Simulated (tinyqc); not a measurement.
Inside a calculation: band gaps under pressure and temperature from deformation potentials. Values are carried at full precision from step to step, so a last printed digit may differ when a step is redone from the rounded ones.

Murnaghan: V/V0 = (1 + Bp P/B0)^(-1/Bp), B0 = (C11 + 2 C12)/3. Each gap moves by a ln(V/V0) with its volume potential a, and falls with temperature by aV T^2/(T + bV) (Varshni); the two effects are added. No change of phase is considered.

Inputs chosen for the exercise (near those of GaAs, the X and L potentials typical of such crystals; the results hold for these values, not for the real material):

| symbol | value | unit | meaning |
|---|---|---|---|
| C11 | 120.6 | GPa |  |
| C12 | 55.7 | GPa |  |
| Bp | 4.2 |  | pressure derivative of the bulk modulus |
| P | 1.7 | GPa | pressure |
| Eg | 1.533 | eV | gap at Gamma to the s-like level at 0 K, 0 GPa |
| EgX | 1.97 | eV | gap to X at 0 K, 0 GPa |
| EgL | 1.822 | eV | gap to L at 0 K, 0 GPa |
| aG | -8.2 | eV | volume potential of the Gamma gap |
| aX | 1.45 | eV | volume potential of the X gap |
| aL | -3.05 | eV | volume potential of the L gap |
| aV | (0.563, 0.443, 0.576) | meV/K | Varshni alpha of Gamma, X, L |
| bV | (189, 206, 216) | K | Varshni beta of Gamma, X, L |
| T | 400 | K | temperature |
| aT | 5.8 | 1e-6/K | linear thermal expansion near 300 K |

## Volume under pressure

Give B0, V/V0, ln(V/V0), the change of the lattice constant and the linear estimate -P/B0.

B0 = 77.33 GPa
V/V0 = 0.97919
ln(V/V0) = -0.02103
change of a = -0.698 %
-P/B0 = -0.02198

The stiffening under pressure makes the compression 4.4 % smaller than the linear estimate.

## Gaps at P and T

Give both shifts and the gaps.

pressure shifts (eV): Gamma 0.1724, X -0.0305, L 0.0641

temperature shifts (eV): Gamma -0.1529, X -0.1170, L -0.1496

gaps (eV): Gamma 1.5525, X 1.8225, L 1.7365

The lowest valley is Gamma (direct gap), 184 meV below L; at 0 K and 0 GPa it is Gamma.

## Pressure coefficients

Expand in P: E = E0 + c1 P + c2 P^2 with c1 = -a/B0 and c2 = a Bp/(2 B0^2).

c1 (meV/GPa): Gamma 106.03, X -18.75, L 39.44

c2 (meV/GPa^2): Gamma -2.879, X 0.509, L -1.071

Gamma and L rise under pressure and X falls, as the signs of the volume potentials say.

## Pressures at which the valleys cross

Two gaps meet at ln(V/V0) = -(E_i - E_j)/(a_i - a_j), with the gaps at T and P = 0; then P = (B0/Bp)(exp(-Bp ln(V/V0)) - 1). A dash marks expansion or a compression beyond ln(V/V0) = -0.3.

Crossings:

| pair | E_i - E_j (eV) | ln(V/V0) | P (GPa) |
|---|---|---|---|
| Gamma-X | -0.4730 | -0.0490 | 4.21 |
| Gamma-L | -0.2923 | -0.0568 | 4.96 |
| L-X | -0.1806 | -0.0401 | 3.38 |

The lowest valley changes at 4.21 GPa (Gamma to X).

## How much of dE/dT is thermal expansion

At 300 K: dE/dT = -aV T (T + 2 bV)/(T + bV)^2; expansion alone gives 3 aT a; the rest is electron-phonon coupling.

dE/dT (meV/K): Gamma -0.4789, X -0.3696, L -0.4751

from expansion (meV/K): Gamma -0.1427, X 0.0252, L -0.0531

remainder (meV/K): Gamma -0.3362, X -0.3948, L -0.4220

Expansion supplies 30 % of the slope at Gamma and 11 % at L; at X it works against the fall.

## Checks

- Slope of the Gamma gap at P = 0 by finite differences against c1 (meV/GPa): both 106.03.

tinyqc: `OMP_NUM_THREADS=1 python tinyqc.py 1051257 1051258 out.jsonl`; about 0.01 s, one thread, shared Intel(R) Xeon(R) Processor @ 2.30GHz.
